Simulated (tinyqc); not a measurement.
# Permittivity of the insulator from five potentials

Question. A node lies on a semiconductor-insulator interface. Steps: hs = tb/2 down into the semiconductor, ho = tox/2 up into the insulator, hy = L/6 sideways. The flux balance of its box reads eox (hy/ho)(above - node) + eps_r (hy/hs)(below - node) + [(eps_r hs + eox ho)/(2 hy)](left + right - 2 node) - q Na (hs/2) hy/eps0 = 0. Find eox.

Values chosen for this exercise; semiconductor permittivity made up: relative permittivity of the semiconductor eps_r = 13.7; half the body thickness tb = 6 nm; insulator thickness tox = 5.6 nm; channel length L = 36 nm; acceptor density of the depleted body Na = 4.1e17 cm^-3.

Constants: q = 1.602176634e-19 C, eps0 = 8.8541878128e-14 F/cm where lengths are in cm. Results are converted to the units shown.

psi (V): node -0.13298826, above -0.18376203, below -0.082589516, left 0.022042798, right -0.16188885

Answer. The balance is linear in eox.

eox = 22.00

tinyqc, about 0.1 s, one thread, Intel Xeon 2.30GHz (shared host): `OMP_NUM_THREADS=1 python tinyqc.py 2480117 2480118 out.jsonl`
